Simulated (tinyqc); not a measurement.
From results back to parameters: deformation-potential model of the L valleys of a conduction band. Three cases, with inputs chosen for the exercise.

Problem. An ellipsoidal valley with ml > mt has the density-of-states mass m_d = (ml mt^2)^(1/3) and, averaged over equivalent valleys, the conductivity mass m_c = 3/(1/ml + 2/mt).

Find: K = ml/mt; mt; ml.

Method. With K = ml/mt, m_d/m_c = K^(1/3) (2 + 1/K)/3, which rises steadily for K > 1 and so fixes K; then mt = m_d K^(-1/3) and ml = K mt.

Case 1.

m_d = 0.2175849 m0
m_c = 0.1197940 m0

Solution.

K = ml/mt = 18.683
mt = 0.082 m0
ml = 1.532 m0

Case 2.

m_d = 0.2186808 m0
m_c = 0.1171326 m0

Solution.

K = ml/mt = 20.425
mt = 0.080 m0
ml = 1.634 m0

Case 3.

m_d = 0.2244263 m0
m_c = 0.1227810 m0

Solution.

K = ml/mt = 19.071
mt = 0.084 m0
ml = 1.602 m0

Computed by tinyqc, one run a case: `OMP_NUM_THREADS=1 python tinyqc.py N N+1 out.jsonl` with N = 1050491, 1050577, 1050580; one thread of a shared Intel(R) Xeon(R) Processor @ 2.30GHz, about 0.04 s a run at most.
